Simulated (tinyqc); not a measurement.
What moves the results: valley splitting of a silicon quantum well in envelope theory. A value that a table varies takes the place of the one given here.

The well lies at 0 < z < L; U(z) = V0 [1/(1 + exp(z/w)) + 1/(1 + exp((L - z)/w))] - e F z, 1 mV/nm = 1e-4 eV/angstrom. The envelope psi solves -(c/ml) psi'' + U psi = E psi, c = hbar^2/2m0, by three-point differences on a grid of 0.1 angstrom from -40 to L + 40 angstrom. The two valleys at +/- k0 couple through D = C0 times the integral of exp(-i q z) U(z) psi^2, q = 2 k0 (2 pi/a), and split by Ev = 2|D|.

Random alloy: with Y(z) = Yw + (Yb - Yw) B(z), B the bracket in U, and in-plane density exp(-r^2/ad^2)/(pi ad^2), D gains a random complex part of variance sigma^2 = (C0^2/pi)(a^2 V0/(8 ad (Yb - Yw)))^2 (4/a) times the integral of psi^4 Y (1 - Y). Alone it gives a mean splitting sqrt(pi) sigma; together with the smooth part the rms splitting is 2 sqrt(|D|^2 + sigma^2).

Constants: hbar^2/2m0 = 3.80998211 eV angstrom^2.

Inputs chosen for the exercise (near those of a strained Si well in SiGe; shifted at random, so the results belong to these values and not to a real crystal):
- L = 100 angstrom (well width)
- V0 = 0.19 eV (conduction offset)
- ml = 0.914 m0 (mass along z)
- F = 6.3 mV/nm (field pressing towards the upper interface)
- k0 = 0.829 2 pi/a (valley position)
- a = 5.431 angstrom (lattice constant)
- C0 = 0.272 (Bloch overlap factor)
- Yb = 0.27 (Ge share of the barrier)
- Yw = 0.02 (Ge share of the well)
- ad = 150 angstrom (dot radius)
- ws = (0.2, 0.6, 0.8, 1.2, 2.3, 2.7, 4.4) angstrom (interface widths)
- Ls = (100, 101.4, 102.7, 104.1, 105.4, 106.8, 108.1, 109.5) angstrom (widths in steps of one atomic layer, a/4, rounded to the grid)
- F2 = 0.5 mV/nm (second field, zero or weak)
- w1 = 0.4 angstrom (interface width for this table)
- w = 0.8 angstrom (interface width parameter)

## Sharpness of the interface

The smooth part 2|D| and the disorder part against w, beside y/sinh(y) with y = pi q w. The 12 to 88 % width of the step is 4w.

Results:
```
w (angstrom)  4w (angstrom)  2|D| (micro-eV)  y/sinh(y)  sqrt(pi) sigma (micro-eV)
0.2                     0.8           140.68       0.79                       91.1
0.6                     2.4            35.16       0.19                       91.1
0.8                     3.2            14.20      0.078                       91.2
1.2                     4.8             1.97      0.010                       91.3
2.3                     9.2             0.01    2.7e-05                       91.8
2.7                    10.8             0.00    2.8e-06                       92.0
4.4                    17.6             0.00    1.6e-10                       93.4
```

The smooth part needs a Fourier component of U psi^2 at a wavelength of 3.28 angstrom; from the first row to the third it falls by a factor 9.9, while y/sinh(y) falls by 10.2 (the envelope near the step and the phase between the two interfaces change too). The disorder part goes from 91.1 to 93.4 micro-eV. It takes over between w = 0.2 and 0.6 angstrom, that is a step 0.8 to 2.4 angstrom wide, with 1.36 angstrom to an atomic layer.

## Adding atomic layers

The smooth splitting Ev = 2|D| with w = w1, at the field F2 and at F.

Results:
```
L (angstrom)  q L mod 2 pi  Ev at F2 (micro-eV)  Ev at F (micro-eV)
100.0                 3.32                 15.0                78.0
101.4                 6.01                 10.8                78.0
102.7                 2.22                 9.82                78.0
104.1                 4.90                 14.0                78.0
105.4                 1.11                 6.14                78.0
106.8                 3.80                 13.7                78.1
108.1                 0.01                 8.56                78.1
109.5                 2.69                 10.4                78.1
```

At F2 the splitting swings between 6.14 and 15 micro-eV, a ratio of 2.44, as the two interfaces add with the phase q L, which advances on average by 2.60 rad a layer. At F the ratio is 1.00, where in the first row psi^2 at the upper interface is 4.94e+03 times that at the lower one: one interface dominates and the interference fades.

## What each parameter does

Orbital spacing, psi^2 at z = L, the smooth splitting and sigma; V0 is held fixed when Yw changes. Each row changes one parameter from the base and keeps the others.

Results:
```
case               E2 - E1 (meV)  psi^2(L) (1e-3/angstrom)  2|D| (micro-eV)  sigma (micro-eV)
base                       20.75                     3.037            14.20              51.4
ad = 190 angstrom          20.75                     3.037            14.20              40.6
Yw = 0.05                  20.75                     3.037            14.20              90.7
L = 106 angstrom           20.67                     3.036            14.21              51.4
V0 = 0.237 eV              20.80                     2.377            14.19              64.1
w = 0.56 angstrom          20.75                     3.165            41.69              51.4
F = 9.45 mV/nm             26.96                     4.585            21.53              55.2
k0 = 0.809 2 pi/a          20.75                     3.037            15.96              51.4
C0 = 0.326                 20.75                     3.037            17.02              61.6
```

The largest shifts from the base row, up to three for each result and ties (the steps differ in size, so this ranks the rows, not the parameters). E2 - E1 (meV): F +6.21, L -0.08, V0 +0.05; unchanged at the printed digits by ad, Yw, w, k0 and C0. psi^2(L) (1e-3/angstrom): F +1.549, V0 -0.660, w +0.128; unchanged at the printed digits by ad, Yw, k0 and C0. 2|D| (micro-eV): w +27.48, F +7.32, C0 +2.82; unchanged at the printed digits by ad and Yw. sigma (micro-eV): Yw +39.3, V0 +12.7, ad -10.8; unchanged at the printed digits by L, w and k0.

Computed by tinyqc, a small Python program: `OMP_NUM_THREADS=1 python tinyqc.py 1280310 1280311 out.jsonl` (the numbers bound the seed that draws the inputs); one thread of a shared host (Intel(R) Xeon(R) Processor @ 2.30GHz), about 0.09 s for the whole set of steps.
